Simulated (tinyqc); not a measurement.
Worked calculation: tight binding, honeycomb lattice. One step of it, computed by the program tinyqc.

Question. Levels at k. Diagonalise the Hermitian matrix.

H(k) at k (eV), order A, B:
$$\begin{pmatrix}
-0.216422 & -5.154260+4.369745i \\
-5.154260-4.369745i & -0.188148
\end{pmatrix}$$

Give: eigenvalues; weights |c|^2 of the basis functions.

Answer.

eigenvalues (eV): [-6.9596, 6.5550]

weights |c|^2 of the basis functions, order A, B:
$$\begin{pmatrix}
0.5010 & 0.4990 \\
0.4990 & 0.5010
\end{pmatrix}$$
